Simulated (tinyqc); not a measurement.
# Biaxially strained (001) channel, valley splitting in an inversion layer: what changes with what

A thin layer grown on a relaxed buffer is stretched in the plane. The two valleys with their long axis along the growth direction (D2) sink against the four in-plane ones (D4); confinement in a triangular well splits them too. Only the lowest subband of each set is kept; one relaxation time, so the weakening of intervalley scattering is left out.

Inputs (values chosen for the exercise); values close to those of silicon on relaxed silicon-germanium:
```
symbol,value,unit,meaning
T,293,K,temperature
x,0.27,,germanium share of the relaxed buffer
b1,0.0418,,lattice mismatch per unit x
c11,170,GPa,elastic constant
c12,63.4,GPa,elastic constant
Xu,8.73,eV,shear deformation potential
ml,0.895,m0,longitudinal mass
mt,0.186,m0,transverse mass
F,0.46,MV/cm,confining field
Ns,4.1e12,cm^-2,inversion density
bv,0.384,nm,Burgers vector
```

Constants: q = 1.602176634e-19 C, kB = 1.380649e-23 J/K, hbar = 1.054571817e-34 J s, m0 = 9.1093837015e-31 kg, Vt = kB T/q, hbar^2/(2 m0) = 0.0380998212 eV nm^2. Results are converted to the units shown.

Each table varies one quantity; the others keep the values above.

## Effect of the germanium share of the relaxed buffer

e_par = b1 x, e_perp = -2 (c12/c11) e_par, splitting D = Xu (e_par - e_perp), in-plane stress (c11 + c12 - 2 c12^2/c11) e_par. Levels E(m) = 2.33811 (hbar^2 q^2 F^2/(2 m))^(1/3): E2 = E(ml), E4 = E(mt) + D; N2 = 2 mt kB T/(pi hbar^2), N4 = 4 sqrt(mt ml) kB T/(pi hbar^2). EF solves Ns = N2 ln(1 + exp((EF - E2)/Vt)) + N4 ln(1 + exp((EF - E4)/Vt)); f2 is the share in D2, and 1/mc = f2/mt + (1 - f2)(1/mt + 1/ml)/2. Critical thickness (Matthews-Blakeslee, 60-degree dislocations): h = bv (1 - nu/4)[ln(h/bv) + 1]/(4 pi e_par (1 + nu)), nu = c12/(c11 + c12). The gain is mc(x = 0)/mc.

The same in every row: f2 without strain = 0.7318.

Effect of the germanium share of the relaxed buffer:
```
x     D (meV)      f2  mc (m0)   gain  critical thickness (nm)
0.03    19.11  0.8431   0.1983  1.049                    120.6
0.09    57.34  0.9574   0.1892  1.100                    32.35
0.15    95.56  0.9901   0.1867  1.114                    17.14
0.21    133.8  0.9978   0.1862  1.118                    11.15
0.27    172.0  0.9995   0.1860  1.119                    8.015
0.33    210.2  0.9999   0.1860  1.119                    6.119
0.39    248.5   1.000   0.1860  1.119                    4.862
0.45    286.7   1.000   0.1860  1.119                    3.973
```

What does the table show?

As x goes from 0.03 to 0.45, f2 rises from 0.843 to 1.00 (without strain: it stays at 0.732) and the gain rises from 1.05 to 1.12. The gain cannot pass 1.119, reached when D4 is empty, while the critical thickness falls from 121 to 3.97 nm.

## Effect of the confining field

Same model as above.

The same in every row: D (meV) = 172.02.

Effect of the confining field:
```
F (MV/cm)  f2 without strain       f2  mc (m0)    gain
0.1                  0.36256  0.99699  0.18622  1.3362
0.3                  0.59642  0.99901  0.18607  1.1898
0.5                  0.75910  0.99959  0.18603  1.1053
0.7                  0.86218  0.99981  0.18601  1.0577
0.9                  0.92267  0.99990  0.18601  1.0316
1.1                  0.95666  0.99995  0.18600  1.0174
1.3                  0.97546  0.99997  0.18600  1.0098
1.5                  0.98589  0.99998  0.18600  1.0056
```

As F goes from 0.1 to 1.5 MV/cm, f2 stays near 0.999 (without strain: it rises from 0.363 to 0.986) and the gain falls from 1.34 to 1.01. Strong confinement already empties D4, so strain has less to move. For F = 0.1 to 0.3 MV/cm the second D2 subband, left out here, lies within 2 Vt of EF or below it.

Numbers from tinyqc (`OMP_NUM_THREADS=1 python tinyqc.py 2530023 2530024 out.jsonl`; about 0.01 s on one thread of a shared Intel Xeon 2.30GHz).
